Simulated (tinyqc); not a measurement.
Kinetics of strain relaxation and threading dislocations in mismatched semiconductor layers: one step, computed by the program tinyqc. Command: `OMP_NUM_THREADS=1 python tinyqc.py 3000808 3000809 out.jsonl threading walk`. One thread of a shared host (Intel(R) Xeon(R) Processor @ 2.30GHz), about 0.01 s of CPU time with the checks.

60-degree dislocations on {111} planes of a (001) layer, isotropic elasticity. The Schmid factor is 1/sqrt(6), and a misfit segment relieves strain with b/2.

Task: Excess stress and glide velocity at the start. Excess resolved stress tau = (1/sqrt 6) [2 G (1 + nu)/(1 - nu)] (e - e_eq), e_eq = b (1 - nu/4) [ln(h/b) + 1]/(4 pi (1 + nu) h), the Matthews-Blakeslee strain of an uncapped layer; glide velocity v = v0 tau exp(-Q/(k_B T)), tau in MPa.

Inputs (values chosen for the exercise, modelled on Ge on Si):
```
quantity                    value         unit
misfit f                   0.0424            -
shear modulus G              57.1          GPa
Poisson ratio nu             0.26            -
Burgers vector b                4     angstrom
glide activation energy Q    1.54           eV
velocity prefactor v0       35000  m/s per MPa
layer thickness h              47           nm
anneal temperature T          677            K
```

Constants: k_B = 8.617333262e-05 eV/K.

Give: equilibrium strain e_eq; excess stress tau; mobility v/tau; initial velocity.

Result:

equilibrium strain e_eq = 0.002898

excess stress tau = 3136 MPa

mobility v/tau = 1.202e-07 m/s per MPa

initial velocity = 376.9 micrometre/s

Caution: at stresses above about 1 GPa the linear velocity law understates glide, as stress lowers the kink barrier. Caution: at such misfit the layer islands and relaxes during the first nanometres, so a uniform strained start is an idealisation.
